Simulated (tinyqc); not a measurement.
Plane-wave Kohn-Sham cycle with exchange-only LDA in a layered model solid, step by step. Computed by tinyqc, a small Python program that keeps every step. Settings: points = 16, plane-wave index or count = 3, electrons = 2, k points = 2, area = 31.0, mixing = 1.0, iteration cap = 65, Kerker q0 = 0.76. Command: `OMP_NUM_THREADS=1 python tinyqc.py 30001 30002 out.jsonl` (the two numbers bound the seeds that draw the settings). One thread of a shared host (Intel(R) Xeon(R) Processor @ 2.60GHz), about 0.02 s of CPU time with the checks. Later iterations appear only in the table of the cycle.

## Iteration 1: potential

A solid whose potential varies along x alone (atomic units):

| parameter | value |
|---|---|
| period a | 11.900000 |
| cross-section of the cell | 31.000000 |
| electrons per cell | 2 |
| grid points | 16 |
| plane waves -n..n, n | 3 |
| k points | 2 |
| V1 in V1 cos(2 pi x/a) | -0.470000 |
| V2 in V2 cos(4 pi x/a) | 0.030000 |

density at the start, on the grid x_j = j a/N (e/bohr^3): 0.00542152  0.00542152  0.00542152  0.00542152  0.00542152  0.00542152  0.00542152  0.00542152  0.00542152  0.00542152  0.00542152  0.00542152  0.00542152  0.00542152  0.00542152  0.00542152

V_H(G) = 4 pi rho(G)/G^2 for G != 0 (uniform background); v_x = -(3 rho/pi)^(1/3); V = V_ext + V_H + v_x; Fourier components f(G_m) = (1/N) sum_j f(x_j) exp(-i G_m x_j).

Potentials on the grid (hartree):

| x | V_ext | V_H | v_x | V |
|---|---|---|---|---|
| 0.000000 | -0.440000 | 0.000000 | -0.172994 | -0.612994 |
| 0.743750 | -0.413010 | 0.000000 | -0.172994 | -0.586004 |
| 1.487500 | -0.332340 | 0.000000 | -0.172994 | -0.505334 |
| 2.231250 | -0.201074 | 0.000000 | -0.172994 | -0.374068 |
| 2.975000 | -0.030000 | 0.000000 | -0.172994 | -0.202994 |
| 3.718750 | 0.158648 | 0.000000 | -0.172994 | -0.014346 |
| 4.462500 | 0.332340 | 0.000000 | -0.172994 | 0.159346 |
| 5.206250 | 0.455437 | 0.000000 | -0.172994 | 0.282443 |
| 5.950000 | 0.500000 | 0.000000 | -0.172994 | 0.327006 |
| 6.693750 | 0.455437 | 0.000000 | -0.172994 | 0.282443 |
| 7.437500 | 0.332340 | 0.000000 | -0.172994 | 0.159346 |
| 8.181250 | 0.158648 | 0.000000 | -0.172994 | -0.014346 |
| 8.925000 | -0.030000 | 0.000000 | -0.172994 | -0.202994 |
| 9.668750 | -0.201074 | 0.000000 | -0.172994 | -0.374068 |
| 10.412500 | -0.332340 | 0.000000 | -0.172994 | -0.505334 |
| 11.156250 | -0.413010 | 0.000000 | -0.172994 | -0.586004 |

V(G_m), m = 0, 1, 2, ... (hartree): -0.172994  -0.235000  0.015000  0.000000  0.000000  0.000000  0.000000

## Iteration 1: Hamiltonian at one k

k = 0.250000 2 pi / a

H(m,m') = (k + G_m)^2/2 delta + V(G_m - G_m'), with V(-G) = V(G).

H (hartree), lower triangle:
```
           -3         -2         -1         +0         +1         +2        +3
-3   0.881153
-2  -0.235000   0.253892
-1   0.015000  -0.235000  -0.094586
+0   0.000000   0.015000  -0.235000  -0.164282
+1   0.000000   0.000000   0.015000  -0.235000   0.044805
+2   0.000000   0.000000   0.000000   0.015000  -0.235000   0.532675
+3   0.000000   0.000000   0.000000   0.000000   0.015000  -0.235000  1.299327
```

## Iteration 1: levels at that k

Diagonalise the Hermitian matrix.

eigenvalues (hartree): -0.458777  -0.158697  0.112898  0.338086  0.580856  0.967926  1.370691

## Iteration 1: new density

Motion across x is left out: the lowest 1 band(s) hold two electrons at each of the k points (j + 1/2)/nk - 1/2. Residual R = rho(out) - rho(in); rho(new) = rho(in) + 1 R, with R(G) scaled by G^2/(G^2 + 0.76^2) (Kerker). rho(out) = 2/(a A nk) sum |psi|^2 with psi = sum c exp(i G x). Harris energy E = band energy - dV sum rho (V_H/2 + v_x) + (3/4) dV sum rho v_x with rho(in), dV = a A/N, band energy = (2/nk) sum of the filled levels.

rho(out) (e/bohr^3): 0.02006295  0.01694673  0.01021054  0.00439924  0.00137777  0.00032902  0.00006483  0.00001110  0.00000296  0.00001110  0.00006483  0.00032902  0.00137777  0.00439924  0.01021054  0.01694673

density after iteration 1 (e/bohr^3): 0.01248902  0.01044411  0.00632691  0.00346127  0.00282136  0.00335427  0.00401355  0.00442645  0.00455953  0.00442645  0.00401355  0.00335427  0.00282136  0.00346127  0.00632691  0.01044411

energy per cell = -0.83105709 hartree

## Iteration 2: potential

As before.

Potentials on the grid (hartree):

| x | V_ext | V_H | v_x | V |
|---|---|---|---|---|
| 0.000000 | -0.440000 | 0.164780 | -0.228472 | -0.503693 |
| 0.743750 | -0.413010 | 0.141472 | -0.215252 | -0.486790 |
| 1.487500 | -0.332340 | 0.084493 | -0.182133 | -0.429980 |
| 2.231250 | -0.201074 | 0.020407 | -0.148960 | -0.329627 |
| 2.975000 | -0.030000 | -0.031407 | -0.139148 | -0.200555 |
| 3.718750 | 0.158648 | -0.065818 | -0.147409 | -0.054579 |
| 4.462500 | 0.332340 | -0.085909 | -0.156495 | 0.089936 |
| 5.206250 | 0.455437 | -0.096061 | -0.161687 | 0.197688 |
| 5.950000 | 0.500000 | -0.099134 | -0.163292 | 0.237575 |
| 6.693750 | 0.455437 | -0.096061 | -0.161687 | 0.197688 |
| 7.437500 | 0.332340 | -0.085909 | -0.156495 | 0.089936 |
| 8.181250 | 0.158648 | -0.065818 | -0.147409 | -0.054579 |
| 8.925000 | -0.030000 | -0.031407 | -0.139148 | -0.200555 |
| 9.668750 | -0.201074 | 0.020407 | -0.148960 | -0.329627 |
| 10.412500 | -0.332340 | 0.084493 | -0.182133 | -0.429980 |
| 11.156250 | -0.413010 | 0.141472 | -0.215252 | -0.486790 |

V(G_m), m = 0, 1, 2, ... (hartree): -0.168371  -0.184488  0.016843  -0.001353  0.000804  0.000604  0.000031

## Iteration 2: Hamiltonian at one k

k = 0.250000 2 pi / a

As before.

H (hartree), lower triangle:
```
           -3         -2         -1         +0         +1         +2        +3
-3   0.885776
-2  -0.184488   0.258515
-1   0.016843  -0.184488  -0.089963
+0  -0.001353   0.016843  -0.184488  -0.159659
+1   0.000804  -0.001353   0.016843  -0.184488   0.049428
+2   0.000604   0.000804  -0.001353   0.016843  -0.184488   0.537298
+3   0.000031   0.000604   0.000804  -0.001353   0.016843  -0.184488  1.303950
```

## Iteration 2: levels at that k

As before.

eigenvalues (hartree): -0.374344  -0.118246  0.111107  0.311515  0.565941  0.940591  1.348783

## Iteration 2: new density

As before.

rho(out) (e/bohr^3): 0.01856008  0.01605808  0.01040395  0.00506185  0.00186918  0.00053856  0.00012773  0.00002759  0.00001038  0.00002759  0.00012773  0.00053856  0.00186918  0.00506185  0.01040395  0.01605808

density after iteration 2 (e/bohr^3): 0.01461681  0.01245199  0.00776429  0.00383365  0.00217280  0.00218085  0.00274548  0.00321960  0.00339025  0.00321960  0.00274548  0.00218085  0.00217280  0.00383365  0.00776429  0.01245199

energy per cell = -0.69873528 hartree

## Convergence

Stop when sqrt(dV sum R^2) is below 1e-8, dV = a A/N.

Course of the cycle:

| iteration | E (hartree) | norm of the residual |
|---|---|---|
| 1 | -0.83105709 | 1.32e-01 |
| 2 | -0.69873528 | 7.52e-02 |
| 3 | -0.64803933 | 4.63e-02 |
| 4 | -0.63067390 | 2.87e-02 |
| 5 | -0.62524033 | 1.76e-02 |
| 6 | -0.62375135 | 1.07e-02 |
| 7 | -0.62343615 | 6.40e-03 |
| 8 | -0.62341684 | 3.84e-03 |
| 9 | -0.62344753 | 2.31e-03 |
| 10 | -0.62347289 | 1.39e-03 |
| 11 | -0.62348720 | 8.46e-04 |
| ... | ... | ... |
| 25 | -0.62349940 | 9.96e-07 |
| 26 | -0.62349940 | 6.18e-07 |
| 27 | -0.62349940 | 3.83e-07 |
| 28 | -0.62349940 | 2.37e-07 |
| 29 | -0.62349940 | 1.47e-07 |
| 30 | -0.62349940 | 9.12e-08 |
| 31 | -0.62349940 | 5.66e-08 |
| 32 | -0.62349940 | 3.51e-08 |
| 33 | -0.62349940 | 2.17e-08 |
| 34 | -0.62349940 | 1.35e-08 |
| 35 | -0.62349940 | 8.36e-09 |

Converged in 35 iterations. Before convergence this energy mixes input and output and is not variational, so it may rise towards its limit.
